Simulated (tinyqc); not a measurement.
A chain with uneven site energies and dephasing by Buettiker voltage probes: one step of the calculation.

Sites 1 to 6 form a chain with hopping -t. Lead L joins site 1 and lead R site 6, both semi-infinite chains with hopping -t and site energy 0. Every site carries a probe with self-energy -i Gamma_p/2 that draws no net current. Linear response at zero temperature: mu_L = 1, mu_R = 0 in units of the bias.

Task. Green function. Sigma = t^2 g(E), g(x) = (x - i sqrt(4 t^2 - x^2))/(2 t^2) for |x| < 2 t and (x - sign(x) sqrt(x^2 - 4 t^2))/(2 t^2) otherwise; Gamma = -2 Im Sigma; G = (E - H - Sigma_L - Sigma_R + i Gamma_p/2)^(-1).

Values chosen for this exercise:

| symbol | value | unit | meaning |
|---|---|---|---|
| t | 1 | eV | hopping (matrix element -t) |
| U | [0.97, 0.4, -0.72, -0.07, -0.55, -0.55] | eV | site energies 1 to N |
| E | 1.07 | eV | Fermi energy |
| gp | 0.47 | eV | probe broadening Gamma_p |

Give: Sigma; Gamma; G.

Result.

Sigma = 0.53500-0.84485i eV
Gamma = 1.6897 eV

G (1/eV):
```
                 1                2                3                4
1  -0.1448-0.3807i   0.5259-0.0092i  -0.2097+0.2632i  -0.0887-0.4127i
2   0.5259-0.0092i   0.2189-0.5719i   0.1930+0.3410i  -0.4842-0.0837i
3  -0.2097+0.2632i   0.1930+0.3410i   0.1605-0.5370i   0.3935+0.5826i
4  -0.0887-0.4127i  -0.4842-0.0837i   0.3935+0.5826i  -0.0831-1.0516i
5   0.2138+0.2281i   0.3393-0.1317i  -0.4721-0.2196i   0.4542+0.6357i
6  -0.2041-0.0071i  -0.0964+0.2174i   0.3198-0.1159i  -0.5033-0.0851i

                 5                6
1   0.2138+0.2281i  -0.2041-0.0071i
2   0.3393-0.1317i  -0.0964+0.2174i
3  -0.4721-0.2196i   0.3198-0.1159i
4   0.4542+0.6357i  -0.5033-0.0851i
5   0.1038-0.6119i   0.2339+0.3311i
6   0.2339+0.3311i   0.2021-0.5063i
```

tinyqc, about 0.01 s, one thread, Intel Xeon 2.30GHz (shared host): `OMP_NUM_THREADS=1 python tinyqc.py 2700030 2700031 out.jsonl`
